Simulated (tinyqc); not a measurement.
# Worked calculation: single-electron transistor, orthodox theory and master equation

Computed by the program tinyqc: `OMP_NUM_THREADS=1 python tinyqc.py 2780110 2780111 out.jsonl`, one thread of a shared Intel Xeon 2.30GHz, about 0.01 s for the whole run. Printed values are rounded.

A metal island with n extra electrons joins the left lead (voltage V) and the right lead (0 V) by tunnel junctions and couples to a gate. Cs = CL + CR + Cg. Adding electron n + 1 costs mu(n) = [q (n + 1/2) - CL V - Cg Vg]/Cs (in volts); the Fermi levels are -V (left) and 0 (right). A jump that gains the energy W has the rate G(W) = (W/q)/(R [1 - exp(-W/Vt)]), W in volts, Vt = kB T/q. Sequential tunnelling only; I > 0 flows from left to right.

Values chosen for this exercise: capacitance of the left junction CL = 27 aF; capacitance of the right junction CR = 76 aF; gate capacitance Cg = 11 aF; resistance of the left junction RL = 310 kohm; resistance of the right junction RR = 310 kohm; temperature T = 2.3 K; bias of the left lead V = 2.2 mV; gate voltage Vg = 10 mV; lowest charge state kept n0 = -2; highest charge state kept n1 = 2.

Constants: q = 1.602176634e-19 C, kB = 1.380649e-23 J/K, Vt = kB T/q. Results are converted to the units shown.

Range of the model: Cotunnelling, which dominates deep in the blockade, is left out.

## Charging energy and addition levels

q/Cs, the gate period q/Cg, and mu(n) for the transitions kept.

q/Cs = 1.405418 mV
q/Cg = 14.56524 mV
kB T/(q^2/Cs) = 0.1410247
mu(n), n to n + 1, n -2 to 1 (mV): [-3.594092, -2.188674, -0.783256, 0.622162]

## Tunnelling rates

Onto the island: from the left W = -V - mu(n), from the right W = -mu(n); off the island (n + 1 to n): to the left W = mu(n) + V, to the right W = mu(n).

| n to n + 1, n | on from left (1/ns) | on from right (1/ns) | off to left (1/ns) | off to right (1/ns) |
|---|---|---|---|---|
| -2 | 28.09328 | 72.36309 | 0.02476606 | 9.640824e-7 |
| -1 | 3.877579 | 44.06725 | 4.105617 | 7.051414e-4 |
| 0 | 0.02244812 | 16.07901 | 28.54703 | 0.3090174 |
| 1 | 3.720197e-5 | 0.5672561 | 56.82117 | 13.09381 |

## Probabilities and current

Steady state: p(n + 1)/p(n) = (sum of on rates)/(sum of off rates), normalised. I = q sum_n [p(n + 1) (off to left) - p(n) (on from left)].

p(n), n -2 to 2: [1.281152e-5, 0.05196423, 0.6067269, 0.3385491, 0.002747002]
I = 1.938225 nA
mean n = 0.2920532

Two plain resistors in series would pass 3.55 nA; this is 54.6 % of that. 3 charge states hold more than 1 % each.
